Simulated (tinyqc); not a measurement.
Deep trap from a strong local potential in a two-band host (Koster-Slater model with semi-elliptic bands): one step, computed by the program tinyqc. Command: `OMP_NUM_THREADS=1 python tinyqc.py 3011279 3011280 out.jsonl deeptrap walk`. One thread of a shared host (Intel(R) Xeon(R) Processor @ 2.30GHz), about 0.03 s of CPU time with the checks.

The valence band spans -2 W_v to 0 and the conduction band E_g to E_g + 2 W_c. The orbital at the impurity site has weight f_v in the valence band and 1 - f_v in the conduction band, each spread as a semi-ellipse (2/(pi W^2)) sqrt(W^2 - x^2) about the band centre. The impurity adds U to this orbital. Spin is left out.

Problem. Thresholds and the vacancy level. In the gap G(E) = f_v (2/W_v^2)[x - sqrt(x^2 - W_v^2)] - (1 - f_v)(2/W_c^2)[y - sqrt(y^2 - W_c^2)], x = E + W_v, y = E_g + W_c - E. G falls across the gap from G(0) to G(E_g). A repulsive U binds if U > 1/G(0), an attractive one if U < 1/G(E_g); the vacancy level (U infinite) solves G(E) = 0 (bisection).

Inputs (values chosen for the exercise, for a model semiconductor):

| quantity | value | unit |
|---|---|---|
| gap E_g | 2.3 | eV |
| half-width of the valence band W_v | 4.4 | eV |
| half-width of the conduction band W_c | 2.4 | eV |
| valence weight f_v of the site orbital | 0.45 | - |

Impurity: attractive, donor-like.

Give: G(0); G(E_g); repulsive threshold; attractive threshold; vacancy level.

Solution.

G(0) = 0.0787 1/eV

G(E_g) = -0.382 1/eV

repulsive threshold = 12.7 eV

attractive threshold = -2.62 eV

vacancy level = 0.348 eV
